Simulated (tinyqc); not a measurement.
Energy and delay of logic against supply voltage: optimum supplies against the activity factor.

One expression serves below and above threshold: I(Vg) = Ik [ln(1 + exp((Vg - VT + dd V)/(al nf Vt)))]^al, with I_on = I(V) and I_off = I(0). Gate delay td = kd C V/I_on, clock period LD td. Per gate and cycle the switching energy is act C V^2 and the leakage energy I_off V LD td. No short-circuit current, no variation. Minima are sought above 0.09 V; below a few Vt gates no longer switch and the model has no meaning.

V_min minimises the energy and V_EDP the product of energy and td.

Parameters, values chosen for the exercise; values of the order met in logic technologies: temperature T = 358 K; threshold voltage at zero drain bias VT = 0.34 V; slope factor nf = 1.38; barrier lowering per volt of supply dd = 0.07; specific current of a gate Ik = 0.7 uA; exponent of the current law al = 1.86; load capacitance of a gate C = 1.1 fF; delay factor kd = 1.1; logic depth LD = 60.

Constants: q = 1.602176634e-19 C, kB = 1.380649e-23 J/K, Vt = kB T/q. Results are converted to the units shown.

Result of one run:
```
act   V_min (V)  energy at V_min (aJ)  leakage share (%)  clock at V_min (MHz)  V_EDP (V)  clock at V_EDP (GHz)
0.01     0.4801                 5.148              50.76                 94.47     0.9486                0.5471
```

What becomes of these results when the activity factor act is changed from 0.01 to 0.2, all else the same?

Result of the changed run:
```
act  V_min (V)  energy at V_min (aJ)  leakage share (%)  clock at V_min (MHz)  V_EDP (V)  clock at V_EDP (GHz)
0.2     0.2870                 29.48              38.53                 9.488     0.8433                0.4383
```

The whole series:
```
act    V_min (V)  energy at V_min (aJ)  leakage share (%)  clock at V_min (MHz)  V_EDP (V)  clock at V_EDP (GHz)
0.002     0.6039                 2.706              70.35                 199.5      1.098                0.7015
0.005     0.5328                 3.754              58.41                 136.1      1.009                0.6100
0.01      0.4801                 5.148              50.76                 94.47     0.9486                0.5471
0.02      0.4307                 7.400              44.85                 61.59     0.9029                0.4999
0.05      0.3708                 12.58              39.88                 31.81     0.8661                0.4618
0.1       0.3284                 19.21              38.26                 17.94     0.8513                0.4466
0.2       0.2870                 29.48              38.53                 9.488     0.8433                0.4383
```

As act goes from 0.002 to 0.2, V_min falls from 0.604 to 0.287 V, the energy there rises from 2.71 to 29.5 aJ, the clock there falls from 200 to 9.49 MHz and V_EDP falls from 1.10 to 0.843 V. act and LD enter V_min only through the ratio act/LD.

Numbers from tinyqc (`OMP_NUM_THREADS=1 python tinyqc.py 2082126 2082127 out.jsonl`; about 0.01 s on one thread of a shared Intel Xeon 2.30GHz).
